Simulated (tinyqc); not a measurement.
Inside a calculation. Method: CIS on RHF in the sto-3g basis, frozen core, for BeH+, spin multiplicity 1. Computed by tinyqc, a small Python program that keeps every step (integrals from PySCF). Settings: charge = 1, multiplicity = 1, basis = sto-3g, method = RHF, frozen orbitals = 1, energy threshold = 1e-10, iteration cap = 57, orthogonalisation = symmetric, start = Wolfsberg-Helmholz matrix, DIIS depth = 6. Command: `OMP_NUM_THREADS=1 python tinyqc.py 30502 30503 out.jsonl` (the two numbers bound the seeds that draw the settings). One thread of a shared host (Intel(R) Xeon(R) Processor @ 2.60GHz), about 0.06 s of CPU time with the checks. The early iterations of the SCF are left out here.

## One-electron integrals

Geometry (angstrom):
```
atom         x         y         z
Be    0.000000  0.000000  0.000000
H     0.000000  0.000000  1.602000
```

Basis sto-3g: exponents (1/bohr^2) and contraction coefficients of normalised primitives:
```
element  l (shell)   exponent  coefficient
Be           s (1)  30.167871     0.154329
Be           s (1)   5.495115     0.535328
Be           s (1)   1.487193     0.444635
Be           s (2)   1.314833    -0.099967
Be           s (2)   0.305539     0.399513
Be           s (2)   0.099371     0.700115
Be           p (3)   1.314833     0.155916
Be           p (3)   0.305539     0.607684
Be           p (3)   0.099371     0.391957
H            s (1)   3.425251     0.154329
H            s (1)   0.623914     0.535328
H            s (1)   0.168855     0.444635
```

Overlap, kinetic and nuclear-attraction integrals over the contracted functions; the nuclear repulsion is the sum of Za Zb / Rab.

nuclear repulsion = 1.32129141 hartree

overlap S:
```
           1Be 1s    1Be 2s   1Be 2px   1Be 2py   1Be 2pz     2H 1s
1Be 1s   1.000000  0.259517  0.000000  0.000000  0.000000  0.039096
1Be 2s   0.259517  1.000000  0.000000  0.000000  0.000000  0.359025
1Be 2px  0.000000  0.000000  1.000000  0.000000  0.000000  0.000000
1Be 2py  0.000000  0.000000  0.000000  1.000000  0.000000  0.000000
1Be 2pz  0.000000  0.000000  0.000000  0.000000  1.000000  0.443221
2H 1s    0.039096  0.359025  0.000000  0.000000  0.443221  1.000000
```

kinetic energy T (hartree):
```
            1Be 1s     1Be 2s   1Be 2px   1Be 2py   1Be 2pz      2H 1s
1Be 1s    6.693975  -0.033012  0.000000  0.000000  0.000000  -0.010991
1Be 2s   -0.033012   0.211111  0.000000  0.000000  0.000000   0.035042
1Be 2px   0.000000   0.000000  0.660592  0.000000  0.000000   0.000000
1Be 2py   0.000000   0.000000  0.000000  0.660592  0.000000   0.000000
1Be 2pz   0.000000   0.000000  0.000000  0.000000  0.660592   0.116206
2H 1s    -0.010991   0.035042  0.000000  0.000000  0.116206   0.760032
```

nuclear attraction V (hartree):
```
             1Be 1s     1Be 2s    1Be 2px    1Be 2py    1Be 2pz      2H 1s
1Be 1s   -14.891415  -1.984970   0.000000   0.000000  -0.012594  -0.298571
1Be 2s    -1.984970  -2.633479   0.000000   0.000000  -0.118598  -0.892701
1Be 2px    0.000000   0.000000  -2.585630   0.000000   0.000000   0.000000
1Be 2py    0.000000   0.000000   0.000000  -2.585630   0.000000   0.000000
1Be 2pz   -0.012594  -0.118598   0.000000   0.000000  -2.673538  -1.080707
2H 1s     -0.298571  -0.892701   0.000000   0.000000  -1.080707  -2.544484
```

core Hamiltonian H = T + V (hartree):
```
            1Be 1s     1Be 2s    1Be 2px    1Be 2py    1Be 2pz      2H 1s
1Be 1s   -8.197440  -2.017982   0.000000   0.000000  -0.012594  -0.309563
1Be 2s   -2.017982  -2.422369   0.000000   0.000000  -0.118598  -0.857659
1Be 2px   0.000000   0.000000  -1.925038   0.000000   0.000000   0.000000
1Be 2py   0.000000   0.000000   0.000000  -1.925038   0.000000   0.000000
1Be 2pz  -0.012594  -0.118598   0.000000   0.000000  -2.012946  -0.964501
2H 1s    -0.309563  -0.857659   0.000000   0.000000  -0.964501  -1.784453
```

## Two-electron integrals

Functions are numbered as in S; the eight-fold symmetry (ij|kl) = (ji|kl) = (kl|ij) leaves the list below.

Two-electron integrals (ij|kl) in chemists' order, unique and non-zero (hartree):
```
(11|11) 2.298831   (21|11) 0.392036   (21|21) 0.079539   (22|11) 0.570988
(22|21) 0.143041   (22|22) 0.417683   (31|31) 0.014607   (32|31) 0.021888
(32|32) 0.092265   (33|11) 0.569578   (33|21) 0.143083   (33|22) 0.417589
(33|33) 0.449859   (41|41) 0.014607   (42|41) 0.021888   (42|42) 0.092265
(43|43) 0.024249   (44|11) 0.569578   (44|21) 0.143083   (44|22) 0.417589
(44|33) 0.401360   (44|44) 0.449859   (51|51) 0.014607   (52|51) 0.021888
(52|52) 0.092265   (53|53) 0.024249   (54|54) 0.024249   (55|11) 0.569578
(55|21) 0.143083   (55|22) 0.417589   (55|33) 0.401360   (55|44) 0.401360
(55|55) 0.449859   (61|11) 0.058294   (61|21) 0.011820   (61|22) 0.021446
(61|33) 0.021301   (61|44) 0.021301   (61|51) 0.001040   (61|52) 0.001969
(61|55) 0.021747   (61|61) 0.001841   (62|11) 0.159383   (62|21) 0.040609
(62|22) 0.131619   (62|33) 0.126419   (62|44) 0.126419   (62|51) 0.005274
(62|52) 0.034044   (62|55) 0.141897   (62|61) 0.006677   (62|62) 0.065136
(63|31) 0.003482   (63|32) 0.016878   (63|53) 0.005693   (63|63) 0.005502
(64|41) 0.003482   (64|42) 0.016878   (64|54) 0.005693   (64|64) 0.005502
(65|11) 0.177991   (65|21) 0.045856   (65|22) 0.155590   (65|33) 0.146420
(65|44) 0.146420   (65|51) 0.008463   (65|52) 0.052608   (65|55) 0.173771
(65|61) 0.007828   (65|62) 0.087021   (65|65) 0.119250   (66|11) 0.329288
(66|21) 0.085312   (66|22) 0.311042   (66|33) 0.289022   (66|44) 0.289022
(66|51) 0.012159   (66|52) 0.103938   (66|55) 0.354783   (66|61) 0.014279
(66|62) 0.200823   (66|65) 0.283269   (66|66) 0.774606
```

## Orthogonalisation

S = U s U^T; symmetric (Loewdin) form X = U s^(-1/2) U^T, so that X^T S X = 1.

eigenvalues of S: 0.414132  0.795644  1.000000  1.000000  1.181553  1.608670

X:
```
            1Be 1s     1Be 2s   1Be 2px   1Be 2py    1Be 2pz      2H 1s
1Be 1s    1.027635  -0.143447  0.000000  0.000000  -0.009457   0.022800
1Be 2s   -0.143447   1.094583  0.000000  0.000000   0.081619  -0.235031
1Be 2px   0.000000   0.000000  1.000000  0.000000   0.000000   0.000000
1Be 2py   0.000000   0.000000  0.000000  1.000000   0.000000   0.000000
1Be 2pz  -0.009457   0.081619  0.000000  0.000000   1.097962  -0.283312
2H 1s     0.022800  -0.235031  0.000000  0.000000  -0.283312   1.163242
```

## Iteration 9 (converged): orbitals

converged F (hartree):
```
            1Be 1s     1Be 2s    1Be 2px    1Be 2py    1Be 2pz      2H 1s
1Be 1s   -5.003209  -1.405848   0.000000   0.000000   0.017262  -0.215225
1Be 2s   -1.405848  -0.857605   0.000000   0.000000  -0.118056  -0.451300
1Be 2px   0.000000   0.000000  -0.132896   0.000000   0.000000   0.000000
1Be 2py   0.000000   0.000000   0.000000  -0.132896   0.000000   0.000000
1Be 2pz   0.017262  -0.118056   0.000000   0.000000  -0.274595  -0.382278
2H 1s    -0.215225  -0.451300   0.000000   0.000000  -0.382278  -0.465243
```

Diagonalise F' = X^T F X, C = X C', fill 2 alpha and 2 beta electrons from the bottom; D = 2 C_occ C_occ^T. Each column has its largest component positive (the first on a tie).

F' = X^T F X (hartree):
```
           1          2          3          4          5          6
1  -4.894614  -0.706656   0.000000   0.000000   0.015795   0.001855
2  -0.706656  -0.505649   0.000000   0.000000  -0.006506  -0.296573
3   0.000000   0.000000  -0.132896   0.000000   0.000000   0.000000
4   0.000000   0.000000   0.000000  -0.132896   0.000000   0.000000
5   0.015795  -0.006506   0.000000   0.000000  -0.136335  -0.303862
6   0.001855  -0.296573   0.000000   0.000000  -0.303862  -0.215108
```

orbital energies (hartree): MO1 -5.006023, MO2 -0.686902, MO3 -0.257267, MO4 -0.132896, MO5 -0.132896, MO6 0.198484

coefficients C:
```
               MO1        MO2        MO3        MO4       MO5        MO6
1Be 1s    0.992953  -0.193912  -0.200596   0.000000  0.000000   0.115859
1Be 2s    0.026393   0.609710   0.749460   0.000000  0.000000  -0.588607
1Be 2px   0.000000   0.000000   0.000000  -0.171669  0.985155   0.000000
1Be 2py   0.000000   0.000000   0.000000   0.985155  0.171669   0.000000
1Be 2pz  -0.001878   0.276173  -0.614439   0.000000  0.000000  -0.915821
2H 1s    -0.002797   0.495201  -0.303051   0.000000  0.000000   1.073352
```

D after iteration 9:
```
            1Be 1s     1Be 2s   1Be 2px   1Be 2py    1Be 2pz      2H 1s
1Be 1s    2.047114  -0.184046  0.000000  0.000000  -0.110837  -0.197606
1Be 2s   -0.184046   0.744885  0.000000  0.000000   0.336671   0.603710
1Be 2px   0.000000   0.000000  0.000000  0.000000   0.000000   0.000000
1Be 2py   0.000000   0.000000  0.000000  0.000000   0.000000   0.000000
1Be 2pz  -0.110837   0.336671  0.000000  0.000000   0.152550   0.273533
2H 1s    -0.197606   0.603710  0.000000  0.000000   0.273533   0.490464
```

Within a degenerate level the vectors are fixed only up to a rotation; this is one choice.

## Convergence

Stop when the energy changes by less than 1e-10 hartree and every element of the error matrix X^T (F D S - S D F) X is below 3e-06.

Course of the cycle:
```
iteration   E (hartree)     change  largest element of the error matrix
1          -14.59912952          -                             1.49e-01
2          -14.62709697  -2.80e-02                             5.24e-02
3          -14.63916633  -1.21e-02                             2.91e-02
4          -14.64302540  -3.86e-03                             6.52e-03
5          -14.64301400   1.14e-05                             4.99e-03
6          -14.64307414  -6.01e-05                             5.53e-04
7          -14.64307484  -7.01e-07                             7.77e-05
8          -14.64307485  -1.41e-08                             5.30e-07
9          -14.64307485  -7.05e-13                             4.27e-09
```

PySCF RHF in the same basis = -14.64307485 hartree

Converged in 9 iterations.

## Integrals over molecular orbitals

(pq|rs) = sum C_ip C_jq C_kr C_ls (ij|kl), one index at a time.

one-electron integrals over orbitals h = C^T H C (hartree):
```
           1          2          3          4          5          6
1  -8.187893   0.166856   0.199181   0.000000   0.000000  -0.072140
2   0.166856  -2.083549  -0.030317   0.000000   0.000000   0.211019
3   0.199181  -0.030317  -1.908670   0.000000   0.000000  -0.066543
4   0.000000   0.000000   0.000000  -1.925038   0.000000   0.000000
5   0.000000   0.000000   0.000000   0.000000  -1.925038   0.000000
6  -0.072140   0.211019  -0.066543   0.000000   0.000000  -1.640475
```

Two-electron integrals over orbitals (pq|rs), unique and non-zero (hartree); the lowest 1 orbital is frozen and left out:
```
(22|22) 0.490341    (32|22) -0.067729   (32|32) 0.047545    (33|22) 0.321775
(33|32) 0.033163    (33|33) 0.448825    (42|42) 0.043952    (43|42) 0.032726
(43|43) 0.050368    (44|22) 0.356605    (44|32) 0.029088    (44|33) 0.392217
(44|44) 0.449859    (52|52) 0.043952    (53|52) 0.032726    (53|53) 0.050368
(54|54) 0.024249    (55|22) 0.356605    (55|32) 0.029088    (55|33) 0.392217
(55|44) 0.401360    (55|55) 0.449859    (62|22) 0.037409    (62|32) -0.050990
(62|33) -0.021165   (62|44) -0.064441   (62|55) -0.064441   (62|62) 0.121101
(63|22) -0.056350   (63|32) 0.042195    (63|33) 0.055774    (63|44) 0.026689
(63|55) 0.026689    (63|62) -0.054566   (63|63) 0.058862    (64|42) -0.027898
(64|43) -0.011159   (64|64) 0.024201    (65|52) -0.027898   (65|53) -0.011159
(65|65) 0.024201    (66|22) 0.493565    (66|32) -0.069807   (66|33) 0.349121
(66|44) 0.360116    (66|55) 0.360116    (66|62) 0.067554    (66|63) -0.059462
(66|66) 0.533216
```

## CIS matrix, singlets

A(ia,jb) = (e_a - e_i) d_ij d_ab + 2 (ia|jb) - (ij|ab).

CIS matrix A, singlet (hartree):
```
           2>3       2>4       2>5        2>6
2>3   0.202950  0.000000  0.000000  -0.045631
2>4   0.000000  0.285304  0.000000   0.000000
2>5   0.000000  0.000000  0.285304   0.000000
2>6  -0.045631  0.000000  0.000000   0.634022
```

## CIS singlet states

dipole integrals <i|r|a> (bohr):
```
             x         y          z
2>3   0.000000  0.000000  -0.952792
2>4  -0.151081  0.867005   0.000000
2>5   0.867005  0.151081   0.000000
2>6   0.000000  0.000000   0.816481
```

Diagonalise A (1 hartree = 27.211386 eV); each vector has its largest component positive (the first on a tie). The transition dipole is mu = sqrt2 sum c_ia <i|r|a>.

singlet excitation energies (eV): 5.392558  7.763519  7.763519  17.382610

lowest vectors:
```
      state 1    state 2   state 3    state 4
2>3  0.994564   0.000000  0.000000  -0.104124
2>4  0.000000  -0.009276  0.999957   0.000000
2>5  0.000000   0.999957  0.009276   0.000000
2>6  0.104124   0.000000  0.000000   0.994564
```

oscillator strengths 2/3 w |mu|^2: 0.196607  0.294632  0.294632  0.707262

Within a degenerate level the vectors are fixed only up to a rotation; this is one choice.

## CIS matrix, triplets

A(ia,jb) = (e_a - e_i) d_ij d_ab - (ij|ab).

CIS matrix A, triplet (hartree):
```
          2>3       2>4       2>5       2>6
2>3  0.107860  0.000000  0.000000  0.056350
2>4  0.000000  0.197400  0.000000  0.000000
2>5  0.000000  0.000000  0.197400  0.000000
2>6  0.056350  0.000000  0.000000  0.391820
```

## CIS triplet states

Diagonalise A (1 hartree = 27.211386 eV); each vector has its largest component positive (the first on a tie).

triplet excitation energies (eV): 2.641853  5.371527  5.371527  10.955127

lowest vectors:
```
       state 1    state 2   state 3   state 4
2>3   0.982210   0.000000  0.000000  0.187788
2>4   0.000000   0.938732  0.344647  0.000000
2>5   0.000000  -0.344647  0.938732  0.000000
2>6  -0.187788   0.000000  0.000000  0.982210
```

Within a degenerate level the vectors are fixed only up to a rotation; this is one choice.
